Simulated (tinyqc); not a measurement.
# Input admittance of a MOSFET at zero drain bias: distributed channel and distributed gate: two studies

Source and drain grounded, strong inversion, w = 2 pi f, Cox = eps0 eox/tox. The channel is an RC line of resistance 1/(mu Cox Vo) per square fed from both ends, so one finger has the intrinsic admittance y = i w Cox L tanh(g)/g per width, g = (1/2) sqrt(i w tau), tau = L^2/(mu Vo). The vertical resistance rv/L is in series with y, the overlaps 2 i w Cov in parallel: y_t = 1/(1/y + rv/L) + 2 i w Cov. The gate strip is a line of Rsh/L per length loaded by y_t, so a finger has Y = y_t Wf tanh(k)/k, k = (Wf/sd) sqrt(y_t Rsh/L); the device has Nf Y.

Inputs (values chosen for the exercise); values of the order met in silicon radio-frequency transistors: relative permittivity of the gate insulator (close to silicon dioxide) eox = 3.9; insulator thickness tox = 5.2 nm; channel length L = 0.61 um; finger width Wf = 2.4 um; number of fingers Nf = 32; channel mobility mu = 290 cm^2/(V s); gate overdrive Vo = 0.56 V; sheet resistance of the gate Rsh = 5.6 ohm/square; vertical resistivity of the gate stack rv = 4.4 ohm um^2; number of ends at which a finger is contacted sd = 1; overlap and fringe capacitance on each side Cov = 0.3 fF/um; frequency f = 8.3 GHz.

Constants: eps0 = 8.8541878128e-14 F/cm where lengths are in cm. Results are converted to the units shown.

Each table varies one quantity; the others keep the values above.

## Input impedance against frequency

Low-frequency limits, with c = Cox L and ct = c + 2 Cov: R_strip = Rsh Wf/(3 sd^2 L Nf), R_ch = (c/ct)^2 L/(12 mu Cox Vo Wf Nf), R_vert = (c/ct)^2 rv/(L Wf Nf), C = ct Wf Nf. Z = 1/(Nf Y) = R + 1/(i w C), Q = |Im Z|/R, far-point signal |1/cosh k|.

The same in every row: low-frequency R (ohm) = 4.957.

Input impedance against frequency:

| f (GHz) | w tau | \|k\| | R (ohm) | C (fF) | Q | signal at the far point |
|---|---|---|---|---|---|---|
| 0.08 | 0.01152 | 0.01112 | 4.957 | 357.2 | 1124 | 1.000 |
| 0.2 | 0.02879 | 0.01758 | 4.957 | 357.2 | 449.5 | 1.000 |
| 0.6 | 0.08638 | 0.03045 | 4.957 | 357.2 | 149.8 | 1.000 |
| 2 | 0.2879 | 0.05558 | 4.956 | 357.1 | 44.96 | 1.000 |
| 5 | 0.7198 | 0.08779 | 4.955 | 356.8 | 18.01 | 0.9998 |
| 10 | 1.440 | 0.1237 | 4.948 | 355.7 | 9.042 | 0.9992 |
| 30 | 4.319 | 0.2069 | 4.882 | 344.5 | 3.155 | 0.9937 |
| 90 | 12.96 | 0.3009 | 4.372 | 277.2 | 1.459 | 0.9754 |
| 200 | 28.79 | 0.3651 | 3.151 | 186.8 | 1.352 | 0.9625 |

R falls from 4.96 to 3.15 ohm and C falls from 357 to 187 fF. Q goes as f^(-1.00) between the first two rows and f^(-0.10) between the last two, where w tau = 28.8 and |k| = 0.365. The low-frequency limits hold both R and C within 5 % up to f = 30 GHz among the rows.

## Effect of the gate overdrive

Same model as above.

Effect of the gate overdrive:

| Vo (V) | w tau | \|k\| | R (ohm) | low-frequency R (ohm) | C (fF) | Q | signal at the far point |
|---|---|---|---|---|---|---|---|
| 0.2 | 3.3457 | 0.11050 | 13.212 | 13.338 | 349.45 | 4.1534 | 0.99858 |
| 0.35 | 1.9118 | 0.11230 | 7.7266 | 7.7504 | 354.59 | 6.9988 | 0.99912 |
| 0.5 | 1.3383 | 0.11278 | 5.5073 | 5.5155 | 355.90 | 9.7831 | 0.99937 |
| 0.65 | 1.0295 | 0.11297 | 4.3084 | 4.3121 | 356.42 | 12.487 | 0.99950 |
| 0.8 | 0.83643 | 0.11306 | 3.5580 | 3.5600 | 356.67 | 15.110 | 0.99959 |
| 0.95 | 0.70436 | 0.11311 | 3.0442 | 3.0454 | 356.82 | 17.653 | 0.99965 |
| 1.1 | 0.60831 | 0.11315 | 2.6703 | 2.6711 | 356.91 | 20.120 | 0.99970 |
| 1.25 | 0.53532 | 0.11317 | 2.3861 | 2.3867 | 356.97 | 22.512 | 0.99973 |

As Vo goes from 0.2 to 1.25, R falls from 13.2 to 2.39 ohm, C rises from 349 to 357 fF and Q rises from 4.15 to 22.5. Only the channel term depends on Vo.

Computed by the program tinyqc: `OMP_NUM_THREADS=1 python tinyqc.py 2262188 2262189 out.jsonl`, one thread of a shared Intel Xeon 2.30GHz, about 0.01 s for the whole run.
